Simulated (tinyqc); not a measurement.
Surface potential of a MOS transistor: implicit equation and explicit approximations: two steps of the calculation.

p-type body, charge-sheet picture, depletion and inversion only, full ionisation (an idealisation for deep acceptors), Boltzmann statistics (rough once Na exp(x - xn) passes about Nc/7). In units of Vt: xg = (Vg - Vfb)/Vt, x = psi/Vt, G = gamma/sqrt(Vt), xn = (2 phiF + Vc)/Vt. The implicit equation is (xg - x)^2 = G^2 [x - 1 + exp(x - xn)] for x above about 3. Cox = eps0 eox/tox.

Problem 1. Explicit approximation. Depletion value a = 1 + [sqrt(G^2/4 + xg - 1) - G/2]^2; inversion value b = xn + ln[(xg - xn)^2/G^2 - xn + 1] and first guess y = min(a, b) - ln(1 + exp(-|a - b|)) if a > xn + 1, else b = y = a; one second-order correction with D = exp(y - xn), p = 2 (xg - y) + G^2 (1 + D), w = (xg - y)^2 - G^2 (y - 1 + D): z = y + 2 w/(p + sqrt(p^2 - 2 (2 - G^2 D) w)), or the Newton step z = y + w/p where the root is not real.

G = 0.27681007
xn = 50.766728
xg = 79.297540

Give: a; b; y; p; w; z.

Solution 1.

a = 76.89
b = 60.03
y = 60.03
p = 848.8
w = -443.6
z = 59.06

The root of the implicit equation is x = 59.3141; y misses it by 0.72 and z by -0.26, in units of Vt.

Problem 2. New x. D = exp(x - xn), f = (xg - x)^2 - G^2 (x - 1 + D), f' = -2 (xg - x) - G^2 (1 + D), x(new) = x - f/f'.

x at the start = 60.03
G = 0.27681007
xn = 50.766728
xg = 79.297540

Give: D; f; f'; x after iteration 1.

Solution 2.

D = 1.054e4
f = -441.2
f' = -846.5
x after iteration 1 = 59.51

tinyqc, about 0.01 s, one thread, Intel Xeon 2.30GHz (shared host): `OMP_NUM_THREADS=1 python tinyqc.py 2122162 2122163 out.jsonl`
